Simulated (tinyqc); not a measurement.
Hubbard chain of 4 sites, step by step. One step of it, computed by the program tinyqc.

Task: Mean-field iteration 2. H(up) = T + U n(down), H(down) = T + U n(up); fill the lowest levels; n(new) = n + mixing (n(out) - n); E = tr T (rho up + rho down) + U sum n_up n_down of the output.

one-body matrix (hopping and site energies) (eV), order 1, 2, 3, 4:
$$\begin{pmatrix}
-0.050000 & -0.870000 & 0.000000 & 0.000000 \\
-0.870000 & 0.100000 & -0.870000 & 0.000000 \\
0.000000 & -0.870000 & -0.540000 & -0.870000 \\
0.000000 & 0.000000 & -0.870000 & 0.830000
\end{pmatrix}$$

U = 8.600000 eV

electrons, up and down: [2, 2]

mixing = 1

n(up) after iteration 1: 1 0.988623, 2 0.021207, 3 0.981537, 4 0.008633

n(down) after iteration 1: 1 0.012173, 2 0.974640, 3 0.030122, 4 0.983065

Give: levels, up; levels, down; energy; n(up) after iteration 2; n(down) after iteration 2.

Result:

levels, up (eV): [-0.4599, -0.0162, 8.6449, 9.3712]

levels, down (eV): [0.0822, 0.8129, 8.0835, 8.5614]

energy = -0.1896 eV

n(up) after iteration 2: 1 0.9900, 2 0.0191, 3 0.9831, 4 0.0079

n(down) after iteration 2: 1 0.0106, 2 0.9777, 3 0.0259, 4 0.9858
